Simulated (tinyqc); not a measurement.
Specific resistance of a metal-semiconductor contact and its transmission-line measurement. From specific contact resistance rho_c back to tunnelling mass m. Computed by tinyqc, a small Python program. Command: `OMP_NUM_THREADS=1 python tinyqc.py 3011113 3011114 out.jsonl contact inv`. One thread of a shared host (Intel(R) Xeon(R) Processor @ 2.30GHz), about 0.02 s of CPU time with the checks.

The barrier is parabolic (depletion approximation), energies E are normal energies counted from the band edge in the neutral semiconductor (downwards for holes), and the bias is zero. xi is an input, held fixed when other inputs move.

Inputs (values chosen for the exercise, modelled on n-type GaN): permittivity eps = 9.7; Richardson constant A* = 26.6 A/(cm^2 K^2); barrier height phi_B = 0.56 eV; doping N = 1.2e+18 1/cm^3; Fermi level above the band edge in the bulk, xi = -0.016 eV; temperature T = 300 K.

Image-force lowering: included.

Constants: hbar = 1.054571817e-34 J s; eps_0 = 8.8541878128e-12 F/m; m_0 = 9.1093837015e-31 kg; k_B = 8.617333262e-05 eV/K; e = 1.602176634e-19 C.

Method:
- E_00 = (e hbar/2) sqrt(N/(eps eps_0 m)); band bending E_b = phi_B + xi; depletion width w = sqrt(2 eps eps_0 E_b/(e^2 N)). Image lowering d_phi = (e^3 N E_b/(8 pi^2 (eps eps_0)^3))^(1/4) (E_b in volts), and E_b - d_phi replaces E_b everywhere except in w.
- WKB transmission for E < E_b, with a = E/E_b: D = exp{-(E_b/E_00) [sqrt(1 - a) - a ln((1 + sqrt(1 - a))/sqrt(a))]}; D = 1 above.
- At zero bias 1/rho_c = (e A*/k_B^2) int D(E) f(E) dE, f = 1/(1 + exp((E - xi)/k_B T)); 200 Gauss-Legendre points from 0 to E_b, and k_B T ln(1 + exp((xi - E_b)/k_B T)) for the part above the barrier; the share of tunnelling is the part below.

Problem. A run gave the result below. Find the tunnelling mass m, known to lie between 0.16 and 0.3 m_0.

specific contact resistance rho_c = 0.03103088 ohm cm^2

Solution.

Each step takes the trial c = (a f_b - b f_a)/(f_b - f_a), f being the result less the target and a, b, c the logarithms of the listed values; c replaces end b, the old b replaces a if the sign of f changed, and otherwise f_a is halved.

Scan of the range:
```
tunnelling mass m (m_0)  specific contact resistance rho_c (ohm cm^2)
0.160                                                       0.0184387
0.178                                                       0.0227510
0.197                                                       0.0274854
0.219                                                       0.0331192
0.243                                                       0.0393662
0.270                                                       0.0464330
0.300                                                       0.0542493
```

False position (Illinois rule, in the logarithm of the input) inside the bracket:
```
step     end a     end b     trial  specific contact resistance rho_c (ohm cm^2)
1     0.197000  0.219000  0.210572                                     0.0309466
2     0.219000  0.210572  0.210893                                     0.0310290
3     0.219000  0.210893  0.210907                                     0.0310327
4     0.210893  0.210907  0.210900                                     0.0310309
5     0.210907  0.210900  0.210900                                     0.0310309
```

Specific contact resistance rho_c rises at every point of a 13-point scan of the range (every second point is shown), so one value fits; it is bracketed by 0.197 and 0.219. Answer: tunnelling mass m = 0.2109 m_0.
